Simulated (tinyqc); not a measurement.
Valley splitting of a silicon quantum well in envelope theory: sweeps and comparisons. A value that a table varies takes the place of the one given here.

The well lies at 0 < z < L; U(z) = V0 [1/(1 + exp(z/w)) + 1/(1 + exp((L - z)/w))] - e F z, 1 mV/nm = 1e-4 eV/angstrom. The envelope psi solves -(c/ml) psi'' + U psi = E psi, c = hbar^2/2m0, by three-point differences on a grid of 0.1 angstrom from -40 to L + 40 angstrom. The two valleys at +/- k0 couple through D = C0 times the integral of exp(-i q z) U(z) psi^2, q = 2 k0 (2 pi/a), and split by Ev = 2|D|.

Random alloy: with Y(z) = Yw + (Yb - Yw) B(z), B the bracket in U, and in-plane density exp(-r^2/ad^2)/(pi ad^2), D gains a random complex part of variance sigma^2 = (C0^2/pi)(a^2 V0/(8 ad (Yb - Yw)))^2 (4/a) times the integral of psi^4 Y (1 - Y). Alone it gives a mean splitting sqrt(pi) sigma; together with the smooth part the rms splitting is 2 sqrt(|D|^2 + sigma^2).

Constants: hbar^2/2m0 = 3.80998211 eV angstrom^2.

Parameters, chosen for this exercise (near those of a strained Si well in SiGe; not measured data):
- L = 48 angstrom (well width)
- V0 = 0.18 eV (conduction offset)
- ml = 0.908 m0 (mass along z)
- F = 12.7 mV/nm (field pressing towards the upper interface)
- k0 = 0.837 2 pi/a (valley position)
- a = 5.431 angstrom (lattice constant)
- C0 = 0.278 (Bloch overlap factor)
- Yb = 0.3 (Ge share of the barrier)
- Yw = 0 (Ge share of the well)
- ad = 140 angstrom (dot radius)
- ws = (0.2, 0.7, 0.9, 1.2, 2.1, 3.1, 4.1) angstrom (interface widths)
- Ls = (48, 49.4, 50.7, 52.1, 53.4, 54.8, 56.1, 57.5) angstrom (widths in steps of one atomic layer, a/4, rounded to the grid)
- F2 = 0 mV/nm (second field, zero or weak)
- w1 = 0.5 angstrom (interface width for this table)
- w = 0.7 angstrom (interface width parameter)

## Sharpness of the interface

The smooth part 2|D| and the disorder part against w, beside y/sinh(y) with y = pi q w. The 12 to 88 % width of the step is 4w.

Results:
```
w (angstrom)  4w (angstrom)  2|D| (micro-eV)  y/sinh(y)  sqrt(pi) sigma (micro-eV)
0.2                     0.8           308.99       0.79                       15.9
0.7                     2.8            50.62       0.12                       19.1
0.9                     3.6            19.67      0.046                       20.8
1.2                     4.8             4.31     0.0099                       23.8
2.1                     8.4             0.03    7.2e-05                       34.2
3.1                    12.4             0.00    2.4e-07                       47.8
4.1                    16.4             0.00    7.3e-10                       63.5
```

What does this show?

The smooth part needs a Fourier component of U psi^2 at a wavelength of 3.24 angstrom; from the first row to the third it falls by a factor 15.7, while y/sinh(y) falls by 17.2 (the envelope near the step and the phase between the two interfaces change too). The disorder part goes from 15.9 to 63.5 micro-eV, growing as the electron overlaps more alloy. It takes over between w = 0.7 and 0.9 angstrom, that is a step 2.8 to 3.6 angstrom wide, with 1.36 angstrom to an atomic layer.

## Adding atomic layers

The smooth splitting Ev = 2|D| with w = w1, at the field F2 and at F.

Results:
```
L (angstrom)  q L mod 2 pi  Ev at F2 (micro-eV)  Ev at F (micro-eV)
48.0                  5.00                 68.6                 119
49.4                  1.42                 6.72                 108
50.7                  3.94                 61.5                 115
52.1                  0.37                 24.4                 109
53.4                  2.89                 40.7                 110
54.8                  5.60                 42.2                 110
56.1                  1.83                 14.4                 108
57.5                  4.54                 45.5                 110
```

How do the results move?

At F2 the splitting swings between 6.72 and 68.6 micro-eV, a ratio of 10.2, as the two interfaces add with the phase q L, which advances on average by 2.63 rad a layer. At F the ratio is 1.11, where in the first row psi^2 at the upper interface is 17.7 times that at the lower one: one interface dominates and the interference fades.

## What each parameter does

Orbital spacing, psi^2 at z = L, the smooth splitting and sigma; V0 is held fixed when Yw changes. Each row changes one parameter from the base and keeps the others.

Results:
```
case               E2 - E1 (meV)  psi^2(L) (1e-3/angstrom)  2|D| (micro-eV)  sigma (micro-eV)
base                       42.31                     7.105            50.62              10.8
ad = 180 angstrom          42.31                     7.105            50.62               8.4
Yw = 0.03                  42.31                     7.105            50.62              69.7
L = 54 angstrom            37.96                     6.843            46.92              10.3
V0 = 0.225 eV              43.73                     5.643            51.63              10.6
w = 0.49 angstrom          42.13                     7.272           123.87               9.9
F = 19.05 mV/nm            47.62                    10.262            70.41              15.6
k0 = 0.817 2 pi/a          42.31                     7.105            51.64              10.8
C0 = 0.334                 42.31                     7.105            60.82              12.9
```

What can be read from the table?

The largest shifts from the base row, up to three for each result and ties (the steps differ in size, so this ranks the rows, not the parameters). E2 - E1 (meV): F +5.31, L -4.36, V0 +1.42; unchanged at the printed digits by ad, Yw, k0 and C0. psi^2(L) (1e-3/angstrom): F +3.157, V0 -1.462, L -0.262; unchanged at the printed digits by ad, Yw, k0 and C0. 2|D| (micro-eV): w +73.25, F +19.78, C0 +10.20; unchanged at the printed digits by ad and Yw. sigma (micro-eV): Yw +59.0, F +4.8, ad -2.4; unchanged at the printed digits by k0.

Run: tinyqc, `OMP_NUM_THREADS=1 python tinyqc.py 1250739 1250740 out.jsonl`; Intel(R) Xeon(R) Processor @ 2.30GHz, one thread, shared host; about 0.08 s of CPU time with all checks.
